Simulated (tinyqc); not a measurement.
Current crowding under a contact, resistor ladder against the transmission-line model: one step of the calculation.

A metal contact of length d and width W on a thin layer of the same width. The metal has no resistance, the sheet resistance under it equals Rsh, and current enters the layer at the front edge x = 0.

Question. Voltages and the share of the current. Cut the contact into n cells of length hc = d/n. Neighbouring cell centres are joined by a = W/(Rsh hc), each centre joins the metal (0 V) by g = W hc/rc, and I enters cell 1 through half a cell: -a v_(i-1) + b_i v_i - a v_(i+1) = I for i = 1 and 0 otherwise, b_i = g + 2 a (g + a at both ends). Rc = v_1/I + 1/(2 a). Cell i passes g v_i to the metal.

Parameters, values chosen for the exercise:
- n = 9 (cells)
- I = 2 mA (current)

a = 0.11619718 S
g = 0.0013333333 S
b_i, cell 1 to 9 (S): 0.11753052  0.23372770  0.23372770  0.23372770  0.23372770  0.23372770  0.23372770  0.23372770  0.11753052

Wanted: v_i; share of the current; Rc of the ladder.

Answer.

```
cell	v_i (mV)	share of the current (%)
1	207.1	13.81
2	192.3	12.82
3	179.7	11.98
4	169.1	11.27
5	160.5	10.70
6	153.7	10.25
7	148.7	9.91
8	145.3	9.69
9	143.7	9.58
```

Rc of the ladder = 107.9 ohm

The first cell passes 13.8 % of the current and the last 9.58 %; an even spread would give 11.1 % each.

Computed by the program tinyqc: `OMP_NUM_THREADS=1 python tinyqc.py 2760022 2760023 out.jsonl`, one thread of a shared Intel Xeon 2.30GHz, about 0.01 s for the whole run.
